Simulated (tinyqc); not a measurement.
Diamond against structures with more neighbours: Stillinger-Weber potential for a tetrahedral semiconductor. Computed by tinyqc, a small Python program. Command: `OMP_NUM_THREADS=1 python tinyqc.py 3020627 3020628 out.jsonl swsi walk`. One thread of a shared host (Intel(R) Xeon(R) Processor @ 2.30GHz), about 0.05 s of CPU time with the checks.

With x = r/sigma: pair term eps A (B x^-4 - 1) exp(1/(x - a)); for each pair of neighbours j, k of atom i, three-body term eps lambda exp(gamma/(x_ij - a) + gamma/(x_ik - a)) (cos theta_jik + 1/3)^2; both vanish beyond x = a. A = 7.049556277, B = 0.6022245584, a = 1.8.

Inputs (values chosen for the exercise, modelled on silicon): energy scale eps = 2.142 eV; length scale sigma = 2.092 angstrom; three-body strength lambda = 20.2; gamma = 1.2.

Method. Each structure is relaxed in its neighbour distance d (lowest minimum for d between sigma and 1.7 sigma), with all neighbours inside the cut-off, second shells too where they fall inside.

Energies per atom (eV):
```
structure     first neighbours  d (angstrom)     pair  three-body    total  volume (angstrom^3)
diamond                      4        2.3482  -4.2840      0.0000  -4.2840               19.935
simple cubic                 6        2.6000  -5.6272      1.5538  -4.0734               17.576
bcc                          8        2.7984  -6.4462      2.3493  -4.0968               16.870
fcc                         12        2.9196  -6.4279      2.4415  -3.9865               17.599
```

The order is diamond < bcc < simple cubic < fcc, the lowest two 0.187 eV apart. Against diamond the pair energy changes by -1.34 (simple cubic), -2.16 (bcc), -2.14 (fcc) eV, while angles away from 109.47 degrees cost 1.55, 2.35, 2.44 eV; the bonds stretch to 2.92 angstrom in fcc to weaken that penalty.

Extremes, crossings and ranges named in words are read from the listed rows.
